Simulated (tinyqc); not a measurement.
Double-gate transistor, scale length and short-channel effects: two steps of the calculation.

A body of thickness ts between two insulators of thickness ti and two tied gates. Below threshold the potential that source and drain add obeys Laplace's equation and vanishes on the gate. Its lowest mode decays along the channel as exp(-k y); k is the smallest positive root of the matching condition at the interface, and the scale length is Lambda = pi/k.

Parameters, values chosen for the exercise; permittivities: semiconductor close to that of silicon, insulator close to that of silicon nitride:
- eps_r = 11.7 (relative permittivity of the semiconductor)
- ei = 7.47 (relative permittivity of the insulator)
- ti = 2.7 nm (insulator thickness)
- ts = 6.5 nm (body thickness)

Task 1. Scan of the matching condition. f(k) = ei cos(k ti) cos(k ts/2) - eps_r sin(k ti) sin(k ts/2).

k, point 0 to 7 (1/nm): 0.03375  0.0675  0.10125  0.135  0.16875  0.2025  0.23625  0.27

Wanted: f(k).

Result 1.

f(k), point 0 to 7: 7.2778  6.7087  5.7859  4.5464  3.0401  1.3277  -0.5218  -2.4339

The first change of sign lies between k = 0.2025 and 0.23625 1/nm.

Task 2. Decay constant by Newton steps. f(k) = ei cos(k ti) cos(k ts/2) - eps_r sin(k ti) sin(k ts/2); f' by a central difference with +/- 1e-5 1/nm; k(new) = k - f/f'.

k after iteration 1 = 0.22749187 1/nm

Wanted: f; f'; k after iteration 2.

Result 2.

f = -0.03275
f' = -55.55 nm
k after iteration 2 = 0.2269 1/nm

tinyqc, about 0.01 s, one thread, Intel Xeon 2.30GHz (shared host): `OMP_NUM_THREADS=1 python tinyqc.py 2420069 2420070 out.jsonl`
